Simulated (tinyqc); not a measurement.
Worked calculation (part 3 of 3): CCSD on RHF in the 6-31g basis, for H4, spin multiplicity 1. Computed by tinyqc, a small Python program that keeps every step (integrals from PySCF). Command: `OMP_NUM_THREADS=1 python tinyqc.py 23429 23430 out.jsonl` (the two numbers bound the seeds that draw the settings). One thread of a shared host (Intel(R) Xeon(R) Processor @ 2.60GHz), about 0.4 s of CPU time with the checks.

Geometry (angstrom):
```
atom         x         y         z
H     0.000000  0.000000  0.000000
H     0.000000  0.000000  0.882000
H     0.000000  0.000000  1.850000
H     0.000000  0.000000  2.731000
```

## CCSD: starting amplitudes

orbital energies (hartree): [-0.696343, -0.457871, 0.157775, 0.409508, 0.832239, 1.095630, 1.200745, 1.431606]

Given earlier and not repeated: Two-electron integrals over orbitals (pq|rs).

t_ij^ab = <ij||ab> / (e_i + e_j - e_a - e_b), whose energy is MP2.

Starting amplitudes (spin orbitals 1a, 1b, ...; amplitudes related by a flip of all spins are not repeated; the 24 largest):
```
from      to          t
2a 2b  3a 3b  -0.063391
1a 1b  3a 3b  -0.042325
2a 2b  4a 4b  -0.027212
1a 2b  3a 4b  -0.025152
2a 2b  3a 7b   0.020192
1a 2b  3a 8b   0.019907
2a 2b  6a 6b  -0.019407
1a 1b  3a 7b   0.019238
2a 2b  5a 5b  -0.018921
1a 2a  3a 4a  -0.018708
1a 1b  8a 8b  -0.017996
1a 1b  4a 4b  -0.016957
1a 1b  5a 5b  -0.016115
2a 2b  8a 8b  -0.015915
1a 1b  7a 7b  -0.015793
2a 2b  7a 7b  -0.015746
1a 2b  7a 8b  -0.015009
2a 2b  3a 5b  -0.014606
1a 2b  5a 6b  -0.013628
1a 1b  4a 8b   0.012487
1a 2b  5b 6a   0.012025
1a 2b  3b 6a   0.012002
2a 2b  4a 8b   0.011340
1a 2b  3b 8a  -0.011263
```

correlation energy = -0.03990896 hartree

## CCSD: amplitude update 1

t_i^a D_i^a and t_ij^ab D_ij^ab are set to the remaining terms of the spin-orbital equations, evaluated with the old amplitudes; for the doubles these are <ij||ab> + 1/2 <ab||ef> t_ij^ef + 1/2 <mn||ij> t_mn^ab + P(ij)P(ab) <mb||ej> t_im^ae + terms in t^2 + terms with t1, D the orbital-energy denominators.

Amplitudes after update 1 (spin orbitals 1a, 1b, ...; amplitudes related by a flip of all spins are not repeated; the 24 largest):
```
from      to          t
2a 2b  3a 3b  -0.090193
1a 1b  3a 3b  -0.051066
1a 2b  3a 4b  -0.035591
2a 2b  4a 4b  -0.031232
2a 2b  3a 7b   0.028167
1a 2b  3a 8b   0.028125
1a 1b  3a 7b   0.024488
2a 2b  5a 5b  -0.022323
1a 2a  3a 4a  -0.022213
2a 2b  6a 6b  -0.022014
1a 1b  8a 8b  -0.021354
1a 1b  4a 4b  -0.020804
2a 2b  3a 5b  -0.019159
1a 1b  5a 5b  -0.018943
1a 1b  7a 7b  -0.018189
1a 2b  7a 8b  -0.018012
2a 2b  7a 7b  -0.017732
1a 2b  3b 8a  -0.017666
1a 1b  4a 8b   0.016701
1a 2b  3b 6a   0.016655
1a 2b  5a 6b  -0.016601
2a 2b  8a 8b  -0.016516
1a 2b  3a 6b  -0.015049
1a 2b  5b 6a   0.014430
```

correlation energy = -0.05091874 hartree

## CCSD: convergence

E_corr = 1/4 sum <ij||ab> t_ij^ab + 1/2 sum <ij||ab> t_i^a t_j^b; stop when the norm of the change is below 1e-8.

Course of the amplitude iterations:
```
update  correlation energy (hartree)  norm of the change
0                        -0.03990896                   -
1                        -0.05091874            8.88e-02
2                        -0.05471737            3.87e-02
3                        -0.05743265            1.86e-02
4                        -0.05738696            3.18e-03
5                        -0.05738888            7.45e-04
6                        -0.05739418            1.46e-04
7                        -0.05739391            1.77e-05
8                        -0.05739410            2.86e-06
9                        -0.05739410            5.28e-07
10                       -0.05739409            1.47e-07
11                       -0.05739408            1.92e-08
12                       -0.05739408            4.97e-09
```

Converged amplitudes (spin orbitals 1a, 1b, ...; amplitudes related by a flip of all spins are not repeated; the 24 largest):
```
from      to          t
2a 2b  3a 3b  -0.120973
1a 1b  3a 3b  -0.050739
1a 2b  3a 4b  -0.042280
2a 2b  3a 7b   0.035711
1a 2b  3a 8b   0.033766
2a 2b  4a 4b  -0.031426
1a 1b  3a 7b   0.026332
1a 1b  4a 4b  -0.025149
1a 2a  3a 4a  -0.024293
1a 1b  8a 8b  -0.023274
2a 2b  5a 5b  -0.022722
2a 2b  3a 5b  -0.022573
1a 2b  3b 8a  -0.021734
2a 2b  6a 6b  -0.021474
1a 1b  4a 8b   0.020037
1a 1b  5a 5b  -0.019249
1a 1b  7a 7b  -0.018936
1a 2b  7a 8b  -0.018659
1a 2b  3b 6a   0.018645
1a 2b  3a 6b  -0.018453
2a 2b  7a 7b  -0.018270
1a 2b  3b 4a   0.017987
1a 2b  5a 6b  -0.016891
2a 2b  8a 8b  -0.015701
```

CCSD total energy = -2.24585194 hartree

T1 diagnostic, norm of the one-spin t1 over sqrt(correlated electrons) = 0.008885

Converged in 12 updates, with DIIS from the third.
